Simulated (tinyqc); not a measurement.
## From the Foster terms back to the ladder

Inverse problem. A two-node ladder (R1 between the nodes, R2 to ambient, C1 and C2 to ambient) has Z(t) = r_1 (1 - exp(-t/tau_1)) + r_2 (1 - exp(-t/tau_2)) at node 1. Find C1, R1, R2 and C2.

tau_1, tau_2 (ms): 0.31449159  1.4267084
r_1, r_2 (K/W): 0.53100448  0.90899552

Answer. The initial slope gives 1/C1 = sum r/tau, the initial curvature 1/(R1 C1^2) = sum r/tau^2, the final value R1 + R2 = sum r, and the determinant tau_1 tau_2 = R1 R2 C1 C2.

C1 = 0.4300 mJ/K
R1 = 0.9300 K/W
R2 = 0.5100 K/W
C2 = 2.200 mJ/K

Computed by the program tinyqc: `OMP_NUM_THREADS=1 python tinyqc.py 2520012 2520013 out.jsonl`, one thread of a shared Intel Xeon 2.30GHz, about 0.01 s for the whole run.
